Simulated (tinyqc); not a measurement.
# Thermal resistances of a two-die stack

Inverse problem. Heat leaves through the lower die only, and the system is linear. Find the resistance R1 from the lower die to the coolant, R2 between the dies, and the rise of the upper die when both are powered.

Parameters, values chosen for the exercise: power of the lower die P1 = 13 W; power of the upper die P2 = 25 W.

rises of the lower and upper die with only the lower one powered (K): 5.72  5.72
rises of the lower and upper die with only the upper one powered (K): 11  15.25

Answer. With only the lower die powered no heat crosses R2, so both dies rise by P1 R1; the difference in the second test is P2 R2; rises add.

R1 = 0.440 K/W
R2 = 0.170 K/W
rise of the upper die = 21.0 K

Numbers from tinyqc (`OMP_NUM_THREADS=1 python tinyqc.py 2162241 2162242 out.jsonl`; about 0.03 s on one thread of a shared Intel Xeon 2.30GHz).
